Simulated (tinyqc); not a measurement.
Gate-all-around wire, scale length and short-channel effects: course of the iteration: decay constant by Newton steps.

A round wire of diameter ts in an insulator shell of thickness ti under a surrounding gate. Below threshold the potential that source and drain add obeys Laplace's equation and vanishes on the gate. Its lowest mode decays along the channel as exp(-k y); k is the smallest positive root of the matching condition at the interface, and the scale length is Lambda = pi/k.

f(k) = ei J0(u)[J1(u) Y0(v) - Y1(u) J0(v)] - eps_r J1(u)[J0(u) Y0(v) - Y0(u) J0(v)], u = k ts/2, v = u + k ti; f' by a central difference with +/- 1e-5 1/nm; k(new) = k - f/f'.

Stop when k changes by less than 1e-10 1/nm, or after 30 iterations. The rule counts as met only at the smallest positive root.

Values chosen for this exercise; permittivities: semiconductor close to that of germanium, insulator close to that of hafnium oxide:
```
symbol  value  unit                                     meaning
eps_r      16        relative permittivity of the semiconductor
ei       23.1            relative permittivity of the insulator
ti        2.9    nm                         insulator thickness
ts        4.3    nm                               wire diameter
```

k at the start = 0.974 1/nm

Course of the iteration:
```
iteration	k (1/nm)	|change| (1/nm)
1	1.09200	0.118
2	1.09718	5.18e-3
3	1.09721	3.48e-5
4	1.09721	1.61e-9
5	1.09721	< 1e-13
```

Did this iteration meet its convergence test, and what does its course show?

No. The steps settle after 5 iterations, but on k = 1.097 1/nm, which is not the smallest positive root, so the wanted result is missed. A rerun from k = 0.525 1/nm, next to the first change of sign of f, gives 0.5124 1/nm.

Numbers from tinyqc (`OMP_NUM_THREADS=1 python tinyqc.py 2420123 2420124 out.jsonl`; about 0.01 s on one thread of a shared Intel Xeon 2.30GHz).
